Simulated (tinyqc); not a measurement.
From results back to parameters: exciton in an atomically thin sheet (Rytova-Keldysh potential). Three cases, with inputs chosen for the exercise.

Problem. The spacing of the 1s and 2s lines was computed from a hidden kap.

Relative motion in the plane with V(k) = -2 pi q/(k (kap + r0 k)), q = e^2/(4 pi eps0), c = hbar^2/2m0. Normalised Gaussians exp(-a_i r^2): with A = a_i + a_j, S_ij = 2 sqrt(a_i a_j)/A, T_ij = (4c/mu)(a_i a_j/A) S_ij, V_ij = -q S_ij times the integral over k from 0 to infinity of exp(-k^2/4A)/(kap + r0 k).

Converged values use 20 Gaussians with exponents 2^i/b^2, i = -11 to 8, b the larger of a0 kap/(2 mu) and sqrt(a0 r0/mu), a0 = 0.5291772 angstrom; p states use r exp(i theta) exp(-a r^2).

Constants: hbar^2/2m0 = 3.80998211 eV angstrom^2; e^2/(4 pi eps0) = 14.39964547 eV angstrom.

Find: kap; 1s binding.

Method. The spacing falls steadily as kap grows, so bisection on kap finds one value; the binding follows from the same solution.

Case 1.

Values chosen (out of a larger set: near those of a MoTe2 monolayer; not measured data): r0 = 72.7 angstrom (screening length of the sheet).

mu = 0.28931 m0
2s - 1s = 104.73 meV

Solution.

kap = 4.50
1s binding = 147 meV

Case 2.

Values chosen (out of a larger set: near those of a MoTe2 monolayer; not measured data): r0 = 77 angstrom (screening length of the sheet).

mu = 0.31381 m0
2s - 1s = 138.05 meV

Solution.

kap = 2.45
1s binding = 228 meV

Case 3.

Values chosen (out of a larger set: near those of a WS2 monolayer; not measured data): r0 = 37.1 angstrom (screening length of the sheet).

mu = 0.17791 m0
2s - 1s = 131.26 meV

Solution.

kap = 4.50
1s binding = 167 meV

Computed by tinyqc, one run a case: `OMP_NUM_THREADS=1 python tinyqc.py N N+1 out.jsonl` with N = 1250361, 1250435, 1250534; one thread of a shared Intel(R) Xeon(R) Processor @ 2.30GHz, about 0.03 s a run at most.
